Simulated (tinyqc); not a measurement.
Gate-all-around wire with two subbands, quantum capacitance: two steps of the calculation.

phi is the Fermi level above the lowest subband edge, in volts; Vg is counted from the gate voltage at which an empty wire would have phi = 0. Both directions of motion are filled (equilibrium).

Values chosen for this exercise:
```
symbol  value  unit                                                               meaning
T         300     K                                                           temperature
eox      21.8        relative permittivity of the gate insulator (close to hafnium oxide)
tox       3.3    nm                                                   insulator thickness
md      0.057    m0                                                   mass along the wire
gv          2                                                           valley degeneracy
E2       0.09    eV                                        second subband above the first
g2          1                                    orbital degeneracy of the second subband
rw        3.9    nm                                                    radius of the wire
Vg       0.37     V                                                          gate voltage
```

Constants: q = 1.602176634e-19 C, kB = 1.380649e-23 J/K, hbar = 1.054571817e-34 J s, m0 = 9.1093837015e-31 kg, Vt = kB T/q, eps0 = 8.8541878128e-14 F/cm where lengths are in cm. Results are converted to the units shown.

Task 1. Gate capacitance. Cox = 2 pi eps0 eox/ln(1 + tox/rw) per length.

Wanted: Cox.

Result 1.

Cox = 19.78 pF/cm

Task 2. New phi. N1 = gv sqrt(2 md m0 kB T/(pi hbar^2)); n1 = N1 F(phi/Vt), n2 = g2 N1 F((phi - E2)/Vt), n = n1 + n2, F(e) = (1/sqrt(pi)) int_0^infinity u^(-1/2) du/(1 + exp(u - e)); Cq = q dn/dphi = (q N1/Vt) [F'(phi/Vt) + g2 F'((phi - E2)/Vt)]. Newton: f = phi + q (n)/Cox - Vg, phi(new) = phi - f/(1 + (Cq)/Cox).

phi after iteration 1 = 0.25320139 V
Cox = 19.781108 pF/cm

Wanted: n1; n2; Cq; f; phi after iteration 2.

Result 2.

n1 = 7.8009e6 cm^-1
n2 = 6.2166e6 cm^-1
Cq = 5.7315 pF/cm
f = -0.0032630 V
phi after iteration 2 = 0.25573 V

tinyqc, about 0.01 s, one thread, Intel Xeon 2.30GHz (shared host): `OMP_NUM_THREADS=1 python tinyqc.py 2200111 2200112 out.jsonl`
